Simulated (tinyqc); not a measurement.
Worked calculation: RKS/exchange-only LDA in the sto-3g basis, for B+, spin multiplicity 1. Computed by tinyqc, a small Python program that keeps every step (integrals from PySCF). Settings: charge = 1, multiplicity = 1, basis = sto-3g, energy threshold = 1e-09, iteration cap = 73, orthogonalisation = symmetric, start = highest core orbitals, DIIS depth = 8, method = RKS, functional = Slater exchange alone, grid = [30, 50]. Command: `OMP_NUM_THREADS=1 python tinyqc.py 28688 28689 out.jsonl` (the two numbers bound the seeds that draw the settings). One thread of a shared host (Intel(R) Xeon(R) Processor @ 2.60GHz), about 0.1 s of CPU time with the checks. Later iterations appear only in the table of the cycle.

## One-electron integrals

Geometry (angstrom):
```
atom       x       y       z
B     0.0000  0.0000  0.0000
```

Basis sto-3g: exponents (1/bohr^2) and contraction coefficients of normalised primitives:
```
element  l (shell)  exponent  coefficient
B            s (1)   48.7911       0.1543
B            s (1)    8.8874       0.5353
B            s (1)    2.4053       0.4446
B            s (2)    2.2370      -0.1000
B            s (2)    0.5198       0.3995
B            s (2)    0.1691       0.7001
B            p (3)    2.2370       0.1559
B            p (3)    0.5198       0.6077
B            p (3)    0.1691       0.3920
```

Overlap, kinetic and nuclear-attraction integrals over the contracted functions; the nuclear repulsion is the sum of Za Zb / Rab.

nuclear repulsion = 0 hartree

overlap S, order 1B 1s, 1B 2s, 1B 2px, 1B 2py, 1B 2pz:
```
[[1.0000, 0.2693, 0.0000, 0.0000, 0.0000],
 [0.2693, 1.0000, 0.0000, 0.0000, 0.0000],
 [0.0000, 0.0000, 1.0000, 0.0000, 0.0000],
 [0.0000, 0.0000, 0.0000, 1.0000, 0.0000],
 [0.0000, 0.0000, 0.0000, 0.0000, 1.0000]]
```

kinetic energy T (hartree), order 1B 1s, 1B 2s, 1B 2px, 1B 2py, 1B 2pz:
```
[[10.8263, -0.0480, 0.0000, 0.0000, 0.0000],
 [-0.0480, 0.3592, 0.0000, 0.0000, 0.0000],
 [0.0000, 0.0000, 1.1239, 0.0000, 0.0000],
 [0.0000, 0.0000, 0.0000, 1.1239, 0.0000],
 [0.0000, 0.0000, 0.0000, 0.0000, 1.1239]]
```

nuclear attraction V (hartree), order 1B 1s, 1B 2s, 1B 2px, 1B 2py, 1B 2pz:
```
[[-23.1474, -3.1394, 0.0000, 0.0000, 0.0000],
 [-3.1394, -3.7716, 0.0000, 0.0000, 0.0000],
 [0.0000, 0.0000, -3.7414, 0.0000, 0.0000],
 [0.0000, 0.0000, 0.0000, -3.7414, 0.0000],
 [0.0000, 0.0000, 0.0000, 0.0000, -3.7414]]
```

core Hamiltonian H = T + V (hartree), order 1B 1s, 1B 2s, 1B 2px, 1B 2py, 1B 2pz:
```
[[-12.3211, -3.1873, 0.0000, 0.0000, 0.0000],
 [-3.1873, -3.4125, 0.0000, 0.0000, 0.0000],
 [0.0000, 0.0000, -2.6176, 0.0000, 0.0000],
 [0.0000, 0.0000, 0.0000, -2.6176, 0.0000],
 [0.0000, 0.0000, 0.0000, 0.0000, -2.6176]]
```

## Two-electron integrals

Functions are numbered as in S; the eight-fold symmetry (ij|kl) = (ji|kl) = (kl|ij) leaves the list below.

Two-electron integrals (ij|kl) in chemists' order, unique and non-zero (hartree):
```
(11|11) 2.9235   (21|11) 0.5184   (21|21) 0.1093   (22|11) 0.7442
(22|21) 0.1932   (22|22) 0.5448   (31|31) 0.0203   (32|31) 0.0300
(32|32) 0.1203   (33|11) 0.7425   (33|21) 0.1932   (33|22) 0.5447
(33|33) 0.5868   (41|41) 0.0203   (42|41) 0.0300   (42|42) 0.1203
(43|43) 0.0316   (44|11) 0.7425   (44|21) 0.1932   (44|22) 0.5447
(44|33) 0.5235   (44|44) 0.5868   (51|51) 0.0203   (52|51) 0.0300
(52|52) 0.1203   (53|53) 0.0316   (54|54) 0.0316   (55|11) 0.7425
(55|21) 0.1932   (55|22) 0.5447   (55|33) 0.5235   (55|44) 0.5235
(55|55) 0.5868
```

## Orthogonalisation

S = U s U^T; symmetric (Loewdin) form X = U s^(-1/2) U^T, so that X^T S X = 1.

eigenvalues of S: [0.7307, 1.0000, 1.0000, 1.0000, 1.2693]

X, order 1B 1s, 1B 2s, 1B 2px, 1B 2py, 1B 2pz:
```
[[1.0287, -0.1411, 0.0000, 0.0000, 0.0000],
 [-0.1411, 1.0287, 0.0000, 0.0000, 0.0000],
 [0.0000, 0.0000, 1.0000, 0.0000, 0.0000],
 [0.0000, 0.0000, 0.0000, 1.0000, 0.0000],
 [0.0000, 0.0000, 0.0000, 0.0000, 1.0000]]
```

## Starting guess

The start is the highest orbitals of the core Hamiltonian (a deliberately bad start); D = 2 C_occ C_occ^T.

D at the start, order 1B 1s, 1B 2s, 1B 2px, 1B 2py, 1B 2pz:
```
[[0.0000, 0.0000, 0.0000, 0.0000, 0.0000],
 [0.0000, 0.0000, 0.0000, 0.0000, 0.0000],
 [0.0000, 0.0000, 0.0000, 0.0000, 0.0000],
 [0.0000, 0.0000, 0.0000, 2.0000, 0.0000],
 [0.0000, 0.0000, 0.0000, 0.0000, 2.0000]]
```

## Iteration 1: exchange-correlation on the grid

Becke grid with 30 radial and 50 angular points per atom, points of zero weight dropped. rho = sum D_ij phi_i phi_j; V_xc,ij = sum w v_xc phi_i phi_j; v_xc is d(rho eps)/d rho.

The 8 grid points with the largest w rho, of 1500 (bohr, atomic units):
```
x             y        z       w     rho   eps_xc     v_xc
0.0000   1.2374   1.2374  0.2887  0.0804  -0.3187  -0.4250
0.0000  -1.2374   1.2374  0.2887  0.0804  -0.3187  -0.4250
0.0000   1.2374  -1.2374  0.2887  0.0804  -0.3187  -0.4250
0.0000  -1.2374  -1.2374  0.2887  0.0804  -0.3187  -0.4250
0.0000  -1.0179  -1.0179  0.1700  0.1324  -0.3765  -0.5020
0.0000   1.0179  -1.0179  0.1700  0.1324  -0.3765  -0.5020
0.0000  -1.0179   1.0179  0.1700  0.1324  -0.3765  -0.5020
0.0000   1.0179   1.0179  0.1700  0.1324  -0.3765  -0.5020
```

electrons on the grid, sum of w rho = 4.0000

E_xc = sum of w rho eps_xc = -1.235065 hartree

V_xc (hartree), order 1B 1s, 1B 2s, 1B 2px, 1B 2py, 1B 2pz:
```
[[-0.4124, -0.1327, 0.0000, 0.0000, 0.0000],
 [-0.1327, -0.3745, 0.0000, 0.0000, 0.0000],
 [0.0000, 0.0000, -0.3015, 0.0000, 0.0000],
 [0.0000, 0.0000, 0.0000, -0.4117, 0.0000],
 [0.0000, 0.0000, 0.0000, 0.0000, -0.4117]]
```

## Iteration 1: building the Kohn-Sham matrix

J_ij = sum D_kl (ij|kl); F = H + J + V_xc; E = tr D H + tr D J / 2 + E_xc + E_nn.

Coulomb J (hartree), order 1B 1s, 1B 2s, 1B 2px, 1B 2py, 1B 2pz:
```
[[2.9700, 0.7730, 0.0000, 0.0000, 0.0000],
 [0.7730, 2.1787, 0.0000, 0.0000, 0.0000],
 [0.0000, 0.0000, 2.0941, 0.0000, 0.0000],
 [0.0000, 0.0000, 0.0000, 2.2206, 0.0000],
 [0.0000, 0.0000, 0.0000, 0.0000, 2.2206]]
```

Kohn-Sham matrix F (hartree), order 1B 1s, 1B 2s, 1B 2px, 1B 2py, 1B 2pz:
```
[[-9.7636, -2.5471, 0.0000, 0.0000, 0.0000],
 [-2.5471, -1.6082, 0.0000, 0.0000, 0.0000],
 [0.0000, 0.0000, -0.8250, 0.0000, 0.0000],
 [0.0000, 0.0000, 0.0000, -0.8087, 0.0000],
 [0.0000, 0.0000, 0.0000, 0.0000, -0.8087]]
```

total energy of this density = -7.264156 hartree

## Iteration 1: diagonalisation and new density

Diagonalise F' = X^T F X, C = X C', fill 2 alpha and 2 beta electrons from the bottom; D = 2 C_occ C_occ^T. Each column has its largest component positive (the first on a tie).

F' = X^T F X (hartree):
```
[[-9.6250, -1.0952, 0.0000, 0.0000, 0.0000],
 [-1.0952, -1.1568, 0.0000, 0.0000, 0.0000],
 [0.0000, 0.0000, -0.8250, 0.0000, 0.0000],
 [0.0000, 0.0000, 0.0000, -0.8087, 0.0000],
 [0.0000, 0.0000, 0.0000, 0.0000, -0.8087]]
```

orbital energies (hartree): [-9.7644, -1.0175, -0.8250, -0.8087, -0.8087]

coefficients C, order 1B 1s, 1B 2s, 1B 2px, 1B 2py, 1B 2pz:
```
[[1.0027, -0.2699, 0.0000, 0.0000, 0.0000],
 [-0.0102, 1.0383, 0.0000, 0.0000, 0.0000],
 [0.0000, 0.0000, 1.0000, 0.0000, 0.0000],
 [0.0000, 0.0000, 0.0000, 0.0499, 0.9988],
 [0.0000, 0.0000, 0.0000, 0.9988, -0.0499]]
```

D after iteration 1, order 1B 1s, 1B 2s, 1B 2px, 1B 2py, 1B 2pz:
```
[[2.1564, -0.5808, 0.0000, 0.0000, 0.0000],
 [-0.5808, 2.1564, 0.0000, 0.0000, 0.0000],
 [0.0000, 0.0000, 0.0000, 0.0000, 0.0000],
 [0.0000, 0.0000, 0.0000, 0.0000, 0.0000],
 [0.0000, 0.0000, 0.0000, 0.0000, 0.0000]]
```

Within a degenerate level the vectors are fixed only up to a rotation; this is one choice.

## Iteration 2: exchange-correlation on the grid

As before.

The 8 grid points with the largest w rho, of 1500 (bohr, atomic units):
```
x              y        z       w     rho   eps_xc     v_xc
-0.2267   0.0000   0.2267  0.0030  3.3231  -1.1021  -1.4695
0.0000   -0.2267   0.2267  0.0030  3.3231  -1.1021  -1.4695
-0.2267   0.0000  -0.2267  0.0030  3.3231  -1.1021  -1.4695
0.0000    0.2267  -0.2267  0.0030  3.3231  -1.1021  -1.4695
0.0000    0.2267   0.2267  0.0030  3.3231  -1.1021  -1.4695
0.2267    0.0000  -0.2267  0.0030  3.3231  -1.1021  -1.4695
-0.2267  -0.2267   0.0000  0.0030  3.3231  -1.1021  -1.4695
0.2267    0.2267   0.0000  0.0030  3.3231  -1.1021  -1.4695
```

electrons on the grid, sum of w rho = 4.0000

E_xc = sum of w rho eps_xc = -3.076660 hartree

V_xc (hartree), order 1B 1s, 1B 2s, 1B 2px, 1B 2py, 1B 2pz:
```
[[-1.6975, -0.2537, 0.0000, 0.0000, 0.0000],
 [-0.2537, -0.3415, 0.0000, 0.0000, 0.0000],
 [0.0000, 0.0000, -0.3384, 0.0000, 0.0000],
 [0.0000, 0.0000, 0.0000, -0.3384, 0.0000],
 [0.0000, 0.0000, 0.0000, 0.0000, -0.3384]]
```

## Iteration 2: building the Kohn-Sham matrix

As before.

Coulomb J (hartree), order 1B 1s, 1B 2s, 1B 2px, 1B 2py, 1B 2pz:
```
[[7.3071, 1.4075, 0.0000, 0.0000, 0.0000],
 [1.4075, 2.5553, 0.0000, 0.0000, 0.0000],
 [0.0000, 0.0000, 2.5512, 0.0000, 0.0000],
 [0.0000, 0.0000, 0.0000, 2.5512, 0.0000],
 [0.0000, 0.0000, 0.0000, 0.0000, 2.5512]]
```

Kohn-Sham matrix F (hartree), order 1B 1s, 1B 2s, 1B 2px, 1B 2py, 1B 2pz:
```
[[-6.7115, -2.0336, 0.0000, 0.0000, 0.0000],
 [-2.0336, -1.1987, 0.0000, 0.0000, 0.0000],
 [0.0000, 0.0000, -0.4047, 0.0000, 0.0000],
 [0.0000, 0.0000, 0.0000, -0.4047, 0.0000],
 [0.0000, 0.0000, 0.0000, 0.0000, -0.4047]]
```

total energy of this density = -23.486252 hartree

## Iteration 2: DIIS over 2 matrices

error matrix X^T (FDS - SDF) X:
```
[[0.0000, 0.0000, 0.0000, 0.0000, 0.0000],
 [0.0000, 0.0000, 0.0000, 0.0000, 0.0000],
 [0.0000, 0.0000, 0.0000, 0.0000, 0.0000],
 [0.0000, 0.0000, 0.0000, 0.0000, 0.0000],
 [0.0000, 0.0000, 0.0000, 0.0000, 0.0000]]
```

B (overlaps of the stored error matrices):
```
[[0.0000000e+00, 0.0000000e+00],
 [0.0000000e+00, 0.0000000e+00]]
```

Minimise |sum c_i e_i|^2 with sum c_i = 1: solve [B -1; -1 0][c; lambda] = [0; -1] with B_ij = tr e_i^T e_j, and take F = sum c_i F_i.

DIIS coefficients: [0.9816, 0.0184]

extrapolated F (hartree), order 1B 1s, 1B 2s, 1B 2px, 1B 2py, 1B 2pz:
```
[[-9.7075, -2.5377, 0.0000, 0.0000, 0.0000],
 [-2.5377, -1.6007, 0.0000, 0.0000, 0.0000],
 [0.0000, 0.0000, -0.8172, 0.0000, 0.0000],
 [0.0000, 0.0000, 0.0000, -0.8013, 0.0000],
 [0.0000, 0.0000, 0.0000, 0.0000, -0.8013]]
```

## Iteration 2: diagonalisation and new density

As before.

F' = X^T F X (hartree):
```
[[-9.5683, -1.0942, 0.0000, 0.0000, 0.0000],
 [-1.0942, -1.1505, 0.0000, 0.0000, 0.0000],
 [0.0000, 0.0000, -0.8172, 0.0000, 0.0000],
 [0.0000, 0.0000, 0.0000, -0.8013, 0.0000],
 [0.0000, 0.0000, 0.0000, 0.0000, -0.8013]]
```

orbital energies (hartree): [-9.7082, -1.0106, -0.8172, -0.8013, -0.8013]

coefficients C, order 1B 1s, 1B 2s, 1B 2px, 1B 2py, 1B 2pz:
```
[[1.0025, -0.2705, 0.0000, 0.0000, 0.0000],
 [-0.0095, 1.0383, 0.0000, 0.0000, 0.0000],
 [0.0000, 0.0000, 1.0000, 0.0000, 0.0000],
 [0.0000, 0.0000, 0.0000, -0.1562, 0.9877],
 [0.0000, 0.0000, 0.0000, 0.9877, 0.1562]]
```

D after iteration 2, order 1B 1s, 1B 2s, 1B 2px, 1B 2py, 1B 2pz:
```
[[2.1564, -0.5808, 0.0000, 0.0000, 0.0000],
 [-0.5808, 2.1564, 0.0000, 0.0000, 0.0000],
 [0.0000, 0.0000, 0.0000, 0.0000, 0.0000],
 [0.0000, 0.0000, 0.0000, 0.0000, 0.0000],
 [0.0000, 0.0000, 0.0000, 0.0000, 0.0000]]
```

Within a degenerate level the vectors are fixed only up to a rotation; this is one choice.

## Iteration 3 (converged): orbitals

converged F (hartree), order 1B 1s, 1B 2s, 1B 2px, 1B 2py, 1B 2pz:
```
[[-6.7115, -2.0336, 0.0000, 0.0000, 0.0000],
 [-2.0336, -1.1987, 0.0000, 0.0000, 0.0000],
 [0.0000, 0.0000, -0.4047, 0.0000, 0.0000],
 [0.0000, 0.0000, 0.0000, -0.4047, 0.0000],
 [0.0000, 0.0000, 0.0000, 0.0000, -0.4047]]
```

As before.

F' = X^T F X (hartree):
```
[[-6.5361, -1.0441, 0.0000, 0.0000, 0.0000],
 [-1.0441, -0.8117, 0.0000, 0.0000, 0.0000],
 [0.0000, 0.0000, -0.4047, 0.0000, 0.0000],
 [0.0000, 0.0000, 0.0000, -0.4047, 0.0000],
 [0.0000, 0.0000, 0.0000, 0.0000, -0.4047]]
```

orbital energies (hartree): [-6.7205, -0.6272, -0.4047, -0.4047, -0.4047]

coefficients C, order 1B 1s, 1B 2s, 1B 2px, 1B 2py, 1B 2pz:
```
[[0.9885, -0.3180, 0.0000, 0.0000, 0.0000],
 [0.0400, 1.0376, 0.0000, 0.0000, 0.0000],
 [0.0000, 0.0000, 0.0243, 0.8100, 0.5859],
 [0.0000, 0.0000, -0.5166, -0.4916, 0.7010],
 [0.0000, 0.0000, 0.8559, -0.3197, 0.4065]]
```

D after iteration 3, order 1B 1s, 1B 2s, 1B 2px, 1B 2py, 1B 2pz:
```
[[2.1564, -0.5808, 0.0000, 0.0000, 0.0000],
 [-0.5808, 2.1564, 0.0000, 0.0000, 0.0000],
 [0.0000, 0.0000, 0.0000, 0.0000, 0.0000],
 [0.0000, 0.0000, 0.0000, 0.0000, 0.0000],
 [0.0000, 0.0000, 0.0000, 0.0000, 0.0000]]
```

Within a degenerate level the vectors are fixed only up to a rotation; this is one choice.

## Convergence

Stop when the energy changes by less than 1e-09 hartree and every element of the error matrix X^T (F D S - S D F) X is below 9e-06.

Course of the cycle:
```
iteration  E (hartree)     change  largest element of the error matrix
1            -7.264156          -                             2.22e-16
2           -23.486252  -1.62e+01                             1.88e-15
3           -23.486252     0.0000                             2.01e-15
```

PySCF RKS in the same basis, fine grid = -23.486250 hartree

Converged in 3 iterations.

## Populations

Mulliken: Z minus the diagonal of D S on the atom; Loewdin: the same with S^(1/2) D S^(1/2).

Charges (e):
```
atom  Mulliken  Loewdin
1B      1.0000   1.0000
```
